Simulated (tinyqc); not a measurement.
Worked calculation: Debye-Callaway model of lattice thermal conductivity. Computed by tinyqc, a small Python program that keeps every step. Command: `OMP_NUM_THREADS=1 python tinyqc.py 3004752 3004753 out.jsonl callaway walk`. One thread of a shared host (Intel(R) Xeon(R) Processor @ 2.30GHz), about 0.01 s of CPU time with the checks. Intermediate numbers are printed to about 5 digits and carried at full precision; extremes and crossings named in words are read from the listed rows.

Three acoustic branches with one velocity v, cut at omega_D = k_B Theta/hbar; x = hbar omega/(k_B T). v and Theta are separate inputs: Theta cuts off the heat-carrying modes, so C need not reach 3 k_B/V. gamma is an effective value that sets the umklapp rate.

Inputs (values chosen for the exercise, modelled on lead telluride):

| quantity | value | unit |
|---|---|---|
| sound velocity v | 1810 | m/s |
| Debye temperature Theta | 140 | K |
| volume per atom V | 33.7 | angstrom^3 |
| mean atomic mass M | 167.4 | u |
| effective Grueneisen parameter gamma | 3.74 | - |
| umklapp exponent divisor b | 3 | - |
| alloy fraction f | 0.39 | - |
| mass difference Delta M | 106 | u |
| Casimir length L | 1000 | micrometre |
| normal-process factor f_N | 0.62 | - |
| temperature T | 300 | K |
| probe frequency omega/omega_D | 0.9 | - |

Sample: crystal. Point defects: alloy. Normal processes: included.

Constants: k_B = 1.380649e-23 J/K; hbar = 1.054571817e-34 J s; u = 1.6605390666e-27 kg.

## Mass-fluctuation parameter

For a random alloy on all sites Gamma = f (1 - f) (Delta M/M)^2, with M the mean mass; strain-field scattering is left out. A = V Gamma/(4 pi v^3).

Gamma = 0.095388

Rayleigh coefficient A = 4.3140e-41 s^3

## Scattering rates at one frequency

Rates: point defects A omega^4; umklapp B omega^2 T exp(-Theta/(b T)) with B = hbar gamma^2/(M v^2 Theta); normal processes f_N B omega^2 T (T/Theta)^2. Boundaries: v/L. The resistive time is tau_R = 1/(boundary + point-defect + umklapp rates), and the free path is v tau_R.

omega = 1.6496e+13 rad/s

Rates:

| process | rate (1/s) | rate x tau_R |
|---|---|---|
| boundaries | 1.81e+06 | 4.5218e-07 |
| point defects | 3.1944e+12 | 0.79803 |
| umklapp | 8.0844e+11 | 0.20197 |
| normal | 2.6890e+12 | 0.67176 |

tau_R = 2.4982e-13 s

free path = 0.45218 nm

The strongest resistive process at this frequency: point defects, 80 % of the resistive rate.

## The integrand on a coarse grid

x runs in ten equal steps to min(Theta/T, 12); g = x^4 e^x/(e^x - 1)^2; tau_C is the inverse of all rates summed; the last column is c tau_C g with c = (k_B/(2 pi^2 v)) (k_B T/hbar)^3.

Integrand:

| x | g | tau_C (s) | c tau_C g (W/(m K)) |
|---|---|---|---|
| 0.04667 | 0.00218 | 2.2901e-11 | 1.1675 |
| 0.09333 | 0.00870 | 5.5401e-12 | 1.1291 |
| 0.14000 | 0.01957 | 2.3362e-12 | 1.0703 |
| 0.18667 | 0.03474 | 1.2263e-12 | 0.9975 |
| 0.23333 | 0.05420 | 7.2268e-13 | 0.9170 |
| 0.28000 | 0.07789 | 4.5758e-13 | 0.8345 |
| 0.32667 | 0.10577 | 3.0444e-13 | 0.7539 |
| 0.37333 | 0.13777 | 2.1019e-13 | 0.6780 |
| 0.42000 | 0.17383 | 1.4944e-13 | 0.6082 |
| 0.46667 | 0.21387 | 1.0885e-13 | 0.5451 |

The integrand is largest at the lowest frequency shown, whose long lifetime outweighs its small heat capacity.

## Thermal conductivity

kappa_1 = c int tau_C g dx, g = x^4 e^x/(e^x - 1)^2, c = (k_B/(2 pi^2 v)) (k_B T/hbar)^3, over 0 < x < min(Theta/T, 40), by 96 Gauss-Legendre points in s with x = x_max s^2; 1/tau_C = 1/tau_R + 1/tau_N; kappa_2 = c [int (tau_C/tau_N) g dx]^2 / int (tau_C/(tau_N tau_R)) g dx; kappa = kappa_1 + kappa_2. Heat capacity C = 3 c int g dx / v^2; grey free path 3 kappa/(C v); the median free path v tau_C halves kappa_1 when the quadrature points are ordered by free path (each counted at half its weight, interpolated in the logarithm); likewise at 10 % and 90 %.

kappa_1 = 0.42056 W/(m K)

kappa_2 = 0.15775 W/(m K)

kappa = 0.57831 W/(m K)

heat capacity C = 7.1846e+05 J/(m^3 K)

grey free path = 1.3341 nm

median free path = 2.1499 nm

free path at 10 % of kappa_1 = 0.32177 nm

free path at 90 % of kappa_1 = 69.571 nm

The median free path is 1.6 times the grey one. The middle 80 % of kappa_1 spans a factor 220 in free path. The Callaway term kappa_2 is 27 % of the total. Caution: for so large a Gamma the Rayleigh formula is only rough near omega_D.

## Leaving out one process at a time

The formulas are those given above.

Conductivity at T:

| case | kappa (W/(m K)) | ratio to all |
|---|---|---|
| all processes | 0.57831 | 1 |
| without point defects | 1.5566 | 2.6917 |
| without boundaries | 0.57887 | 1.0010 |
| without umklapp | 0.76564 | 1.3239 |

Removing point defects raises kappa most, by a factor 2.69; removing boundaries gives only 1.00.

## Conductivity against temperature

The boundary limit is C v^2/(3 x boundary rate), with C = 3 c int g dx / v^2.

Kappa (W/(m K)):

| T (K) | all processes | without point defects | boundary limit |
|---|---|---|---|
| 1.4 | 7.0013 | 34.148 | 34.148 |
| 2.8 | 12.405 | 273.19 | 273.19 |
| 4.9 | 15.869 | 1426.8 | 1464.1 |
| 8.4 | 17.873 | 1457.9 | 7374.4 |
| 14 | 16.406 | 318.41 | 33225 |
| 24 | 10.375 | 87.034 | 1.2299e+05 |
| 42 | 5.6617 | 31.218 | 2.6630e+05 |
| 70 | 3.3268 | 13.603 | 3.6170e+05 |
| 110 | 2.0450 | 6.7550 | 4.0467e+05 |
| 180 | 1.1268 | 3.2217 | 4.2523e+05 |

kappa peaks among these rows at 8.4 K (T/Theta = 0.060) with 17.9 W/(m K). The exponent d ln kappa/d ln T is 0.83 at the cold end and -1.21 at the hot end. The normal rate is taken to grow as T^3 at all T, which overstates it above Theta. Point defects cost most at 4.9 K, a factor 89.9.

Checks made by the program: heat capacity against the Debye function (relative difference below 1e-10).
